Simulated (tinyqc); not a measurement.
# Charge control and current of a heterostructure field-effect transistor, step by step

A worked calculation. Computed by tinyqc, a small Python program that keeps every step. Command: `OMP_NUM_THREADS=1 python tinyqc.py 3022233 3022234 out.jsonl hemt walk`. One thread of a shared host (Intel(R) Xeon(R) Processor @ 2.30GHz), about 0.01 s of CPU time with the checks. Intermediate numbers are printed to about 5 digits and carried at full precision; extremes and crossings named in words are read from the listed rows.

Two subbands in a triangular well; E_F is counted from the conduction band edge of the channel at the interface.

Inputs (values chosen for the exercise, modelled on AlGaAs/GaAs): channel mass m = 0.065 m_0; permittivity eps (barrier and channel) = 12.2; barrier thickness d = 23 nm; Schottky barrier phi_B = 0.87 eV; conduction band offset dE_c = 0.22 eV; delta-doping density N_d = 3.4e+12 1/cm^2; gate voltage V_G = 0 V; mobility mu = 5300 cm^2/(V s); saturation velocity v_s = 1.8 1e7 cm/s; gate length L = 46 nm; source resistance R_S = 0.99 ohm mm; temperature T = 77 K; mixing = 0.3; iteration cap = 200; spacer between delta layer and channel = 3 nm.

Charge source: delta doping. Velocity law: two-piece.

Constants: e = 1.602176634e-19 C; eps_0 = 8.8541878128e-12 F/m; k_B = 8.617333262e-05 eV/K; hbar = 1.054571817e-34 J s; m_0 = 9.1093837015e-31 kg; k_B = 1.380649e-23 J/K.

## Threshold and barrier capacitance

Threshold V_T = phi_B - dE_c - e N_d (d - spacer)/(eps eps_0) (in volts); C_b = eps eps_0/d.

threshold voltage V_T = -0.35858 V

barrier capacitance C_b = 0.46966 microfarad/cm^2

The device is normally on.

## First iteration

Charge control: n_s = C_b (V_G - V_T - E_F/e)/e. Well: mean field F = e n_s/(2 eps eps_0), E_i = (hbar^2/2m)^(1/3) [(3 pi e F/2)(i + 3/4)]^(2/3), i = 0, 1; n_s = D k_B T sum_i ln(1 + exp((E_F - E_i)/k_B T)), D = m/(pi hbar^2), which is solved in closed form for E_F. Iteration from n_s = C_b (V_G - V_T)/(2e): E_F from n_s, n_out from the charge control, n_new = n_s + mixing (n_out - n_s), kept above n_s/10; stop when |n_out/n_s - 1| < 1e-9.

starting n_s = 5.2557e+11 1/cm^2

E_0 = 48.092 meV

E_1 = 84.604 meV

E_F = 66.626 meV

n_out = 8.5583e+11 1/cm^2

## Sheet density

The formulas are those given above.

Course of the iteration:
```
iteration  n_s (1/cm^2)  E_F (meV)  |n_out/n_s - 1|
1            5.2557e+11     66.626       6.2839e-01
2            6.2464e+11     76.350       3.2447e-01
3            6.8545e+11     82.118       1.8231e-01
4            7.2294e+11     85.612       1.0683e-01
5            7.4611e+11     87.750       6.4061e-02
6            7.6045e+11     89.065       3.8927e-02
7            7.6933e+11     89.877       2.3842e-02
...                 ...        ...              ...
37           7.8380e+11     91.196       1.3865e-08
38           7.8380e+11     91.196       8.5975e-09
39           7.8380e+11     91.196       5.3310e-09
40           7.8380e+11     91.196       3.3056e-09
41           7.8380e+11     91.196       2.0497e-09
42           7.8380e+11     91.196       1.2710e-09
43           7.8380e+11     91.196       7.8808e-10
```

sheet density n_s = 7.8380e+11 1/cm^2

Converged in 43 iterations.

## Levels and gate capacitance

C_g = e dn_s/dV_G = 1/(1/C_b + 1/C_q), 1/C_q = d(E_F/e)/d(e n_s) by a central difference of +/- 0.1 % in n_s; added distance dd = eps eps_0/C_q.

E_0 = 62.776 meV

E_1 = 110.44 meV

E_F = 91.196 meV

share in the second subband = 1.2317 %

gate capacitance C_g = 0.37085 microfarad/cm^2

added distance dd = 6.1281 nm

C_g is 79 % of C_b: the finite density of states and the rise of E_0 act as 6.1 nm of extra barrier.

## Saturation current

With V = e n_s/C_g and V_c = v_s L/mu: for v = mu F up to v_s, I/W = C_g v_s V_c (sqrt(1 + (V/V_c)^2) - 1) and V_Dsat = V + V_c - sqrt(V^2 + V_c^2); g_m = dI/dV; extrinsic g_m/(1 + g_m R_S); f_T = g_m/(2 pi C_g L).

V = 0.33863 V

V_c = 0.015623 V

V_Dsat = 0.015262 V

saturation current I/W = 215.85 mA/mm

intrinsic g_m = 666.82 mS/mm

extrinsic g_m = 401.66 mS/mm

intrinsic f_T = 622.12 GHz

V/V_c = 21.68: velocity saturation rules; I is 95 % of e n_s v_s = 226 mA/mm.

## Gate length

The formulas are those given above.

Scaling; the last columns are v_s/(2 pi L) and mu V/(2 pi L^2):
```
L (nm)  I/W (mA/mm)  g_m (mS/mm)  extrinsic g_m (mS/mm)   f_T (GHz)  velocity limit (GHz)  mobility limit (GHz)
30           219.34       667.23                 401.81  9.5450e+02                954.93            3.1738e+04
60           212.85       666.32                 401.48  4.7660e+02                477.46            7.9344e+03
120          200.47       662.75                 400.18  2.3702e+02                238.73            1.9836e+03
250          176.36       647.48                 394.56  1.1115e+02                114.59            4.5702e+02
500          139.52       596.70                 375.11  5.1217e+01                 57.30            1.1426e+02
1000          93.44       471.32                 321.37  2.0227e+01                 28.65            2.8564e+01
2000          53.22       297.83                 230.01  6.3908e+00                 14.32            7.1410e+00
5000          22.32       130.54                 115.60  1.1205e+00                  5.73            1.1426e+00
```

f_T scales as L^-1.00 at the short end and L^-1.90 at the long end; the two limits cross at L = mu V/v_s = 997 nm. g_m tends to C_g v_s = 668 mS/mm, and R_S cuts it by 40 % at the shortest gate. Fringe capacitances and short-channel effects, left out, lower f_T once L is below about ten barrier thicknesses.

Checks made by the program: iterated density against a bracketing root search (relative difference 6e-10).
